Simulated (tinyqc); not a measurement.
Leaving out one process at a time: Debye-Callaway model of lattice thermal conductivity. Computed by tinyqc, a small Python program. Command: `OMP_NUM_THREADS=1 python tinyqc.py 3023147 3023148 out.jsonl callaway walk`. One thread of a shared host (Intel(R) Xeon(R) Processor @ 2.30GHz), about 0.01 s of CPU time with the checks.

Three acoustic branches with one velocity v, cut at omega_D = k_B Theta/hbar; x = hbar omega/(k_B T). v and Theta are separate inputs: Theta cuts off the heat-carrying modes, so C need not reach 3 k_B/V. gamma is an effective value that sets the umklapp rate.

Inputs (values chosen for the exercise, modelled on indium phosphide):
```
quantity                                value        unit
sound velocity v                         3340         m/s
Debye temperature Theta                   327           K
volume per atom V                        25.3  angstrom^3
mean atomic mass M                       72.9           u
effective Grueneisen parameter gamma     1.76           -
umklapp exponent divisor b                  2           -
mass variance Gamma                   1.3e-05           -
Casimir length L                         1500  micrometre
temperature T                              20           K
```

Sample: crystal. Point defects: isotopes. Normal processes: left out.

Constants: k_B = 1.380649e-23 J/K; hbar = 1.054571817e-34 J s; u = 1.6605390666e-27 kg.

Method:
- Gamma is given directly by the isotope mixture. A = V Gamma/(4 pi v^3).
- Rates: point defects A omega^4; umklapp B omega^2 T exp(-Theta/(b T)) with B = hbar gamma^2/(M v^2 Theta). Boundaries: v/L.
- kappa_1 = c int tau_C g dx, g = x^4 e^x/(e^x - 1)^2, c = (k_B/(2 pi^2 v)) (k_B T/hbar)^3, over 0 < x < min(Theta/T, 40), by 96 Gauss-Legendre points in s with x = x_max s^2; tau_C = tau_R, the inverse of the summed rates, and kappa = kappa_1.

Rayleigh coefficient A = 7.02449e-46 s^3

Conductivity at T:
```
case                   kappa (W/(m K))  ratio to all
all processes                    11307             1
without point defects            33799        2.9891
without boundaries          1.4672e+05        12.976
without umklapp                  11754        1.0395
```

What follows from these numbers?

Removing boundaries raises kappa most, by a factor 13.0; removing umklapp gives only 1.04. Without boundaries the long waves are held back only by the omega^2 umklapp rate.
